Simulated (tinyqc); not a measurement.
Solubility, supersaturation, precipitation and gettering of an impurity in a silicon-like host: one step, computed by the program tinyqc.

The wafer was saturated at T1 and is then held at T.

Question. Segregation into a layer on one face. k = k_0 exp(E_g/(k_B T)); in equilibrium the bulk keeps C/C0 = 1/(1 + k t_g/w). For a strong sink on one face the slowest diffusion mode has tau_w = 4 w^2/(pi^2 D), and C/C0 is estimated as c_eq + (1 - c_eq)(8/pi^2) sum over odd m up to 99 of exp(-m^2 t/tau_w)/m^2. Precipitation is left out here.

Inputs (values chosen for the exercise, modelled on nickel in silicon):
```
quantity                       value        unit
temperature of saturation T1    1275           K
anneal temperature T            1060           K
anneal time t                    2.5           s
wafer thickness w                775  micrometre
segregation energy E_g          0.86          eV
segregation prefactor k_0     0.0034           -
getter layer thickness t_g       2.6  micrometre
```

Gettering: segregation gettering in a layer.

D(T) = 8.634154e-06 cm^2/s

Constants: k_B = 8.617333262e-05 eV/K.

Give: segregation coefficient k; equilibrium C/C0; tau_w; mean C/C0 at t.

Answer.

segregation coefficient k = 41.72

equilibrium C/C0 = 0.8772

tau_w = 281.9 s

mean C/C0 at t = 0.9917

Diffusion and capacity both matter.
